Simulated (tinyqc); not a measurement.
Deal-Grove kinetics of thermal oxidation of silicon: one step, computed by the program tinyqc. Command: `OMP_NUM_THREADS=1 python tinyqc.py 3007077 3007078 out.jsonl oxide walk`. One thread of a shared host (Intel(R) Xeon(R) Processor @ 2.30GHz), about 0.03 s of CPU time with the checks.

Oxidant diffuses through the oxide and reacts at the interface, so that dx/dt = B/(A + 2x) for the oxide thickness x.

Problem. Rate constants. B = B0 p exp(-E_B/(k_B T)), B/A = (B/A)0 p^m exp(-E_A/(k_B T)), p in atm; A = B/(B/A). Temperatures in kelvin are T(C) + 273.15.

Inputs (values chosen for the exercise, close to those used for silicon):

| quantity | value | unit |
|---|---|---|
| prefactor B0 | 847 | um^2/h |
| activation energy E_B | 1.23 | eV |
| prefactor (B/A)0 | 3.16e+06 | um/h |
| activation energy E_A | 1.99 | eV |
| temperature T | 850 | C |
| oxidant pressure p | 0.1 | atm |
| pressure exponent m of B/A | 0.7 | - |

Ambient: dry oxygen. Surface: (100).

Constants: k_B = 8.617333262e-05 eV/K.

Give: parabolic constant B; linear constant B/A; length A.

Solution.

parabolic constant B = 2.562e-04 um^2/h

linear constant B/A = 7.416e-04 um/h

length A = 0.3455 um

Reaction at the interface limits growth while x is well below A/2 = 0.173 um, diffusion once x is well above it.
